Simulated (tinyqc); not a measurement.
Worked calculation: power iteration on a symmetric matrix. Computed by tinyqc, a small Python program that keeps every step. Settings: method = power, shift = -0.27. Command: `OMP_NUM_THREADS=1 python tinyqc.py 27589 27590 out.jsonl` (the two numbers bound the seeds that draw the settings). One thread of a shared host (Intel(R) Xeon(R) Processor @ 2.60GHz), about 0.01 s of CPU time with the checks.

## Step 1

A:
$$\begin{pmatrix}
1.238000 & -0.221000 & -0.256000 & 0.130000 & 0.164000 & -0.141000 \\
-0.221000 & 1.836000 & -0.028000 & 0.525000 & -0.241000 & -0.411000 \\
-0.256000 & -0.028000 & 2.337000 & -0.495000 & 0.037000 & 0.214000 \\
0.130000 & 0.525000 & -0.495000 & 2.362000 & 0.605000 & 0.062000 \\
0.164000 & -0.241000 & 0.037000 & 0.605000 & 2.515000 & 0.304000 \\
-0.141000 & -0.411000 & 0.214000 & 0.062000 & 0.304000 & 3.968000
\end{pmatrix}$$

vector v at the start: [0.408248, 0.408248, 0.408248, 0.408248, 0.408248, 0.408248]

shift = -0.270000

w = (A - shift) v; v' = w/|w| with its largest component positive (the first on a tie); lambda = v'^T A v'.

vector after step 1: [0.163826, 0.239374, 0.287664, 0.478610, 0.505591, 0.590272]

Rayleigh quotient after step 1 = 3.275492

## Step 2

As before.

vector after step 2: [0.049748, 0.094547, 0.166198, 0.438192, 0.506410, 0.715892]

Rayleigh quotient after step 2 = 3.690499

## Step 3

As before.

vector after step 3: [0.012605, -0.000686, 0.092803, 0.367781, 0.468986, 0.797507]

Rayleigh quotient after step 3 = 3.890347

## Course of the iteration

Stop when the residual |A v - lambda v| is below 1e-9.

Steps:
```
step      lambda  residual
1     3.27549211  9.35e-01
2     3.69049928  6.80e-01
3     3.89034676  5.01e-01
4     3.99528753  3.78e-01
5     4.05438642  2.92e-01
6     4.08945606  2.29e-01
7     4.11100226  1.82e-01
8     4.12449791  1.44e-01
9     4.13302780  1.15e-01
10    4.13843780  9.18e-02
11    4.14187199  7.32e-02
12    4.14405157  5.83e-02
13    4.14543421  4.64e-02
14    4.14631085  3.70e-02
15    4.14686644  2.94e-02
16    4.14721845  2.34e-02
17    4.14744142  1.86e-02
18    4.14758264  1.48e-02
19    4.14767206  1.18e-02
20    4.14772869  9.39e-03
21    4.14776454  7.47e-03
22    4.14778724  5.95e-03
23    4.14780162  4.73e-03
24    4.14781072  3.77e-03
25    4.14781648  3.00e-03
26    4.14782013  2.38e-03
27    4.14782244  1.90e-03
28    4.14782390  1.51e-03
29    4.14782483  1.20e-03
30    4.14782541  9.56e-04
```

all eigenvalues, for comparison: [1.034416, 1.244622, 2.179996, 2.403888, 3.245251, 4.147826]

Not converged in 30 steps: the residual falls only by the ratio of the two largest distances of eigenvalues from the shift, 0.80 a step.
